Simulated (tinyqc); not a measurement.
Gaussian against the exact two-step profile: two-step dopant diffusion (predeposition and drive-in) with a constant diffusivity. Computed by tinyqc, a small Python program. Command: `OMP_NUM_THREADS=1 python tinyqc.py 3009458 3009459 out.jsonl dopdiff walk`. One thread of a shared host (Intel(R) Xeon(R) Processor @ 2.30GHz), about 0.04 s of CPU time with the checks.

Fick diffusion into a half space x > 0 whose background doping C_B is of the opposite type, so that a junction lies where C = C_B.

Inputs (values chosen for the exercise, modelled on antimony in silicon): prefactor D0 = 3.79 cm^2/s; activation energy E = 3.91 eV; surface concentration C_s = 1.4e+19 1/cm^3; background doping C_B = 1.7e+15 1/cm^3; predeposition temperature T1 = 975 C; predeposition time t1 = 15 min; drive-in temperature T2 = 1150 C; drive-in time t2 = 30 min; ramp rate = 8 C/min; stand-by temperature = 800 C.

Furnace ramps of the drive-in: linear ramps.

Constants: k_B = 8.617333262e-05 eV/K.

Method:
- D = D0 exp(-E/(k_B T)).
- Temperatures in kelvin are T(C) + 273.15.
- Times in seconds are 60 times the minutes.
- One ramp between the stand-by temperature and T2 adds int D dT / rate (40-point Gauss-Legendre); the usual estimate counts it as an extra time k_B T2^2/(E rate) at T2. (Dt)2 = D2 t2 + two ramps, times in seconds.
- C = C_s erfc(x/(2 sqrt(D1 t1))); dose Q = 2 C_s sqrt(D1 t1/pi); the junction solves erfc(z) = C_B/C_s with x_j = 2 z sqrt(D1 t1).
- With a sealed surface and a thin source, C = Q/sqrt(pi (Dt)2) exp(-x^2/(4 (Dt)2)); x_j = 2 sqrt((Dt)2 ln(C(0)/C_B)); gradient at the junction |dC/dx| = C_B x_j/(2 (Dt)2).
- Exact two-step profile: C = (2 C_s/pi) int_0^alpha exp(-beta (1 + u^2))/(1 + u^2) du with alpha = sqrt(D1 t1/(Dt)2), beta = x^2/(4 (D1 t1 + (Dt)2)).
- The integral takes 48 Gauss-Legendre points; solve C(x) = C_B.
- Gaussian: C = Q/sqrt(pi (Dt)2) exp(-x^2/(4 (Dt)2)).
- Depths are fractions of the Gaussian x_j.

surface concentration C(0) (Gaussian) = 5.80156e+17 1/cm^3

junction depth x_j = 0.553314 um

drive-in budget (Dt)2 = 1.31225e-10 cm^2

product D1 t1 = 5.56019e-13 cm^2

exact junction depth = 0.554029 um

Profiles:
```
x/x_j   x (um)  Gaussian (1/cm^3)  exact (1/cm^3)   ratio
0.0    0.00000         5.8016e+17      5.7934e+17  1.0014
0.2    0.11066         4.5943e+17      4.5909e+17  1.0008
0.4    0.22133         2.2817e+17      2.2844e+17  0.9988
0.6    0.33199         7.1061e+16      7.1382e+16  0.9955
0.8    0.44265         1.3879e+16      1.4006e+16  0.9909
1.0    0.55331         1.7000e+15      1.7257e+15  0.9851
1.2    0.66398         1.3058e+14      1.3353e+14  0.9780
```

What follows from these numbers?

With D1 t1/(Dt)2 = 0.0042, the Gaussian is 0.14 % high at the surface and 1.5 % low at its own junction; the exact junction lies at 0.5540 um, 0.13 % deeper. The dose is the same, but the real source already has a width, which is negligible here. Caution: C_s exceeds the intrinsic carrier density of silicon at the predeposition temperature (2e18 to 1e19 per cm^3), where real diffusivities rise with concentration and profiles turn box-like.
